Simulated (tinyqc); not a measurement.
FinFET, parasitic resistance, capacitance and delay: what each parasitic element costs.

Nf fins under one contact; each has gated perimeter p = 2 Hf + Wf and cross-section A = Hf Wf; contact width Wc = Nf pf, stack height Hs = Hf. Contact length Lc = CPP - Lg - 2 Lsp, shared by two neighbouring gates. Source and drain sides are equal. The formulas are first-order estimates, not field solutions.

Epitaxy sheet resistance Rsh = re/te, transfer length LT = sqrt(rc/Rsh), contact Rc = [sqrt(rc Rsh)/Wc] coth(Lc/(2 LT)); extension of one fin Rx = rx Lsp/A. With N fins: gate Cg = Cinv p N Lg; per side, plate Cp = ks eps0 [Wc (Hs + Hc) - N A]/Lsp, top fringe Cf = (2/pi) ks eps0 Wc ln(1 + Lg/(2 Lsp)), overlap Co = Cinv p N Lov. One fin: I = p Q vx u/(1 + |u|^1.8)^(1/1.8), Q = Cinv n Vt ln(1 + exp((Vg' - VT + dl Vd')/(n Vt))), u = Vd' mu/(vx Lg), Vg' = Vgs - v, Vd' = Vds - 2 v, with the drop on each side v = Rc (sum of I) + Rx I. Ieff = [I(Vgs = Vdd, Vds = Vdd/2) + I(Vdd/2, Vdd)]/2, total currents. With Cs = Cp + Cf + Co, the load of an inverter of two such devices driving an equal one is CL = 2 (Cg + 2 Cs) + 4 Cs + Cw (own drains counted twice for the Miller effect); delay CL Vdd/(2 Ieff). Each row removes one element and keeps the rest.

Inputs (values chosen for the exercise); values close to those of silicon logic devices: temperature T = 300 K; number of fins Nf = 3; fin height Hf = 42 nm; fin width Wf = 7 nm; fin pitch pf = 34 nm; contacted gate pitch CPP = 54 nm; gate length Lg = 20 nm; spacer length Lsp = 6 nm; relative permittivity of the spacer ks = 4; gate height above the channel stack Hc = 15 nm; contact resistivity rc = 1.2e-9 ohm cm^2; resistivity of the source-drain epitaxy re = 0.00029 ohm cm; current-carrying depth of the epitaxy te = 20 nm; resistivity of the extension rx = 0.00053 ohm cm; gate overlap Lov = 1.5 nm; inversion capacitance Cinv = 3.3 uF/cm^2; injection velocity vx = 1.3e7 cm/s; apparent mobility mu = 230 cm^2/(V s); threshold at zero drain voltage VT = 0.3 V; barrier lowering dl = 0.027 V/V; subthreshold factor n = 1.15; wire load Cw = 0.13 fF; supply voltage Vdd = 0.65 V.

Constants: q = 1.602176634e-19 C, kB = 1.380649e-23 J/K, eps0 = 8.8541878128e-12 F/m, Vt = kB T/q. Results are converted to the units shown.

One element removed at a time:
```
	Ieff (uA)	CL (aF)	delay (ps)
as given	182.7	849.4	1.511
no contact resistance	211.7	849.4	1.304
no extension resistance	191.4	849.4	1.442
air spacer (ks = 1)	182.7	661.2	1.176
no overlap	182.7	741.3	1.318
no wire	182.7	719.4	1.279
```

What does the table show?

Gains in delay, largest first: air spacer (ks = 1) 22 %, no wire 15 %, no contact resistance 14 %, no overlap 13 %, no extension resistance 4.5 %.

Program tinyqc, `OMP_NUM_THREADS=1 python tinyqc.py 2170132 2170133 out.jsonl`; Intel Xeon 2.30GHz, shared host, one thread, about 0.03 s.
